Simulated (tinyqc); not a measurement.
What moves the results: interface roughness in a thin film (subband fluctuation and scattering). A value that a table varies takes the place of the one given here.

Square well of width t, barriers V0, c = hbar^2/2m0: E1 solves k t + 2 atan[(k/mz)/(kappa/mb)] = pi, k = sqrt(mz E/c), kappa = sqrt(mb (V0 - E)/c). One interface is rough, so the subband edge fluctuates by G dt with G = |dE1/dt| (central difference of 0.01 angstrom; 2 E1/t for hard walls).

Gaussian roughness spectrum S(q) = pi D^2 Lc^2 exp(-q^2 Lc^2/4). Degenerate gas, taken to fill one subband (the second starts to fill once c kF^2/md exceeds E2 - E1, which is not tested here): kF = sqrt(2 pi Ns/gv), q = 2 kF sin(theta/2), 1/tau = (md/(2 pi c hbar)) G^2 times the integral from 0 to pi of S(q)(1 - cos theta)/eps(q)^2 dtheta, eps(q) = 1 + qs/q with screening (qs = gv md q0/(c eps), q0 = e^2/(4 pi eps0), form factors left out, which overstates the screening; other scattering is left out too, so these values lie far above measured mobilities in all but the thinnest films) or 1 without; mobility = tau c2/md with c2 = e/m0 = 1.75882e15 cm^2/(V s^2); 1e12/cm^2 = 1e-4/angstrom^2.

Constants: hbar^2/2m0 = 3.80998211 eV angstrom^2; hbar = 6.58211957e-16 eV s; e^2/(4 pi eps0) = 14.39964547 eV angstrom.

Parameters, chosen for this exercise (near those of a thin InGaAs channel; not measured data):
- mz = 0.046 m0 (confinement mass)
- V0 = 2.1 eV (barrier)
- mb = 0.26 m0 (barrier mass)
- md = 0.044 m0 (mass in the plane)
- gv = 1 (valleys)
- D = 2.5 angstrom (rms height of the roughness)
- Lc = 40 angstrom (correlation length)
- Ns = 0.88 x 1e12/cm^2 (sheet density)
- eps = 11.1 (mean dielectric constant at the channel)
- ts = (20, 25, 31, 36, 45, 58, 76) angstrom (thicknesses)
- t = 36 angstrom (film thickness)
- Ll = (4, 8, 14, 22, 35, 55, 90) angstrom (correlation lengths)

## The sixth-power law

Screened mobility against thickness for the finite barrier and for hard walls.

Results:
```
t (angstrom),E1 (meV),G (meV/angstrom),mobility (cm^2/(V s)),"the same, hard walls"
20,412.0,22.025,1.13e+03,13.1
25,322.1,14.660,2.54e+03,49.9
31,250.3,9.729,5.77e+03,181
36,208.4,7.244,1.04e+04,445
45,156.3,4.595,2.59e+04,1.70e+03
58,110.6,2.677,7.62e+04,7.78e+03
76,74.8,1.466,2.54e+05,3.94e+04
```

With hard walls G goes as 1/t^3 and the mobility as t^6. With the finite barrier the local exponent is 3.65 at the thin end and 4.46 at the thick end, since the envelope leaks out and softens the dependence. The least value is 1.13e+03 cm^2/(V s). The gate field, which also presses carriers to the interface, is left out. Up to t = 31 angstrom G D exceeds half of EF - E1, where the Born rate fails.

## Correlation length

Fixed D; bare and screened mobility.

Results:
```
Lc (angstrom),kF Lc,bare mobility (cm^2/(V s)),screened mobility (cm^2/(V s))
4,0.09,2.78e+05,5.35e+05
8,0.19,7.10e+04,1.37e+05
14,0.33,2.45e+04,4.72e+04
22,0.52,1.11e+04,2.16e+04
35,0.82,5.91e+03,1.17e+04
55,1.29,4.64e+03,9.63e+03
90,2.12,7.11e+03,1.80e+04
```

The bare mobility is lowest at Lc = 55 angstrom of those listed (kF Lc = 1.29). The screened mobility is lowest at Lc = 55 angstrom of those listed (kF Lc = 1.29). Short roughness averages out (mobility as 1/Lc^2; the first two rows give exponent -1.97), and long roughness deflects only by small angles (bare mobility rising as Lc; the last two rows give 0.86).

## What each parameter does

G, G D, and the screened mobility. Each row changes one parameter from the base and keeps the others.

Results:
```
case,G (meV/angstrom),G D (meV),mobility (cm^2/(V s))
base,7.244,18.11,1.041e+04
t = 32 angstrom,9.144,22.86,6535
D = 3.25 angstrom,7.244,23.54,6162
Lc = 48 angstrom,7.244,18.11,9580
Ns = 1.41 x 1e12/cm^2,7.244,18.11,1.346e+04
mz = 0.053 m0,7.143,17.86,1.071e+04
md = 0.051 m0,7.244,18.11,8462
V0 = 1.47 eV,6.025,15.06,1.505e+04
eps = 13.3,7.244,18.11,9461
```

The largest shifts from the base row, up to three for each result and ties (the steps differ in size, so this ranks the rows, not the parameters). G (meV/angstrom): t +1.901, V0 -1.218, mz -0.101; unchanged at the printed digits by D, Lc, Ns, md and eps. G D (meV): D +5.43, t +4.75, V0 -3.05; unchanged at the printed digits by Lc, Ns, md and eps. mobility (cm^2/(V s)): V0 +4.64e+03, D -4.25e+03, t -3.88e+03. In the base case G D is 0.38 times EF - E1 = 47.9 meV.

tinyqc: `OMP_NUM_THREADS=1 python tinyqc.py 1281127 1281128 out.jsonl`; about 0.01 s, one thread, shared Intel(R) Xeon(R) Processor @ 2.30GHz.
